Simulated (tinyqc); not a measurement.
Correlation length: interface roughness in a thin film (subband fluctuation and scattering).

Square well of width t, barriers V0, c = hbar^2/2m0: E1 solves k t + 2 atan[(k/mz)/(kappa/mb)] = pi, k = sqrt(mz E/c), kappa = sqrt(mb (V0 - E)/c). One interface is rough, so the subband edge fluctuates by G dt with G = |dE1/dt| (central difference of 0.01 angstrom; 2 E1/t for hard walls).

Gaussian roughness spectrum S(q) = pi D^2 Lc^2 exp(-q^2 Lc^2/4). Degenerate gas, taken to fill one subband (the second starts to fill once c kF^2/md exceeds E2 - E1, which is not tested here): kF = sqrt(2 pi Ns/gv), q = 2 kF sin(theta/2), 1/tau = (md/(2 pi c hbar)) G^2 times the integral from 0 to pi of S(q)(1 - cos theta)/eps(q)^2 dtheta, eps(q) = 1 + qs/q with screening (qs = gv md q0/(c eps), q0 = e^2/(4 pi eps0), form factors left out, which overstates the screening; other scattering is left out too, so these values lie far above measured mobilities in all but the thinnest films) or 1 without; mobility = tau c2/md with c2 = e/m0 = 1.75882e15 cm^2/(V s^2); 1e12/cm^2 = 1e-4/angstrom^2.

Constants: hbar^2/2m0 = 3.80998211 eV angstrom^2; hbar = 6.58211957e-16 eV s; e^2/(4 pi eps0) = 14.39964547 eV angstrom.

Values chosen for the exercise (near those of a thin Si channel on (100), two-fold valleys; the results hold for these values, not for the real material):

| symbol | value | unit | meaning |
|---|---|---|---|
| t | 38 | angstrom | film thickness |
| mz | 0.904 | m0 | confinement mass |
| V0 | 3.1 | eV | barrier |
| mb | 0.47 | m0 | barrier mass |
| md | 0.189 | m0 | mass in the plane |
| gv | 2 |  | valleys |
| D | 3.5 | angstrom | rms height of the roughness |
| Ns | 4.6 | x 1e12/cm^2 | sheet density |
| eps | 7.6 |  | mean dielectric constant at the channel |
| Ll | (4, 8, 14, 22, 35, 55, 90) | angstrom | correlation lengths |

Fixed D; bare and screened mobility.

Results:

| Lc (angstrom) | kF Lc | bare mobility (cm^2/(V s)) | screened mobility (cm^2/(V s)) |
|---|---|---|---|
| 4 | 0.15 | 2.30e+05 | 3.50e+06 |
| 8 | 0.30 | 6.07e+04 | 9.25e+05 |
| 14 | 0.53 | 2.28e+04 | 3.53e+05 |
| 22 | 0.84 | 1.24e+04 | 1.99e+05 |
| 35 | 1.33 | 9.98e+03 | 1.78e+05 |
| 55 | 2.09 | 1.50e+04 | 3.88e+05 |
| 90 | 3.42 | 2.94e+04 | 1.84e+06 |

The bare mobility is lowest at Lc = 35 angstrom of those listed (kF Lc = 1.33). The screened mobility is lowest at Lc = 35 angstrom of those listed (kF Lc = 1.33). Short roughness averages out (mobility as 1/Lc^2; the first two rows give exponent -1.93), and long roughness deflects only by small angles (bare mobility rising as Lc; the last two rows give 1.38).

Run: tinyqc, `OMP_NUM_THREADS=1 python tinyqc.py 1281259 1281260 out.jsonl`; Intel(R) Xeon(R) Processor @ 2.30GHz, one thread, shared host; about 0.01 s of CPU time with all checks.
